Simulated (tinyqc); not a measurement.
Worked calculation: one-electron ion in a basis of Gaussians. Computed by tinyqc, a small Python program that keeps every step. Settings: Z = 4, l = 2. Command: `OMP_NUM_THREADS=1 python tinyqc.py 27406 27407 out.jsonl` (the two numbers bound the seeds that draw the settings). One thread of a shared host (Intel(R) Xeon(R) Processor @ 2.60GHz), about 0.01 s of CPU time with the checks.

## Matrices over normalised Gaussians

exponents of r^l exp(-a r^2) (1/bohr^2): 0.042740  0.102900  0.247800

Z = 4

l = 2

With p = a_i + a_j and I(k) = Gamma((k+1)/2) / (2 p^((k+1)/2)): S = I(2l+2), T = (2l+3) a_i a_j S / p, V = -Z I(2l+1), each divided by sqrt(S_ii S_jj).

S:
```
,1,2,3
1,1.000000,0.720792,0.299242
2,0.720792,1.000000,0.720666
3,0.299242,0.720666,1.000000
```

T (hartree):
```
,1,2,3
1,0.149590,0.152362,0.076357
2,0.152362,0.360150,0.366786
3,0.076357,0.366786,0.867300
```

V (hartree):
```
,1,2,3
1,-0.703795,-0.662162,-0.388274
2,-0.662162,-1.092035,-1.027343
3,-0.388274,-1.027343,-1.694648
```

## Generalised eigenproblem

H = T + V (hartree):
```
,1,2,3
1,-0.554205,-0.509800,-0.311917
2,-0.509800,-0.731885,-0.660557
3,-0.311917,-0.660557,-0.827348
```

Solve H C = S C e through S^(-1/2); each column has its largest component positive (the first on a tie).

eigenvalues of S: 0.119433  0.700758  2.179809

eigenvalues (hartree): -0.848859  -0.477590  -0.238112

coefficients:
```
,1,2,3
1,0.056801,0.829141,-1.394226
2,0.268646,0.329883,2.193067
3,0.762516,-0.699037,-1.250395
```

For Z = 4 and l = 2 the exact lowest level is -Z^2/(2 n^2) with n = l + 1: -0.888889 hartree.
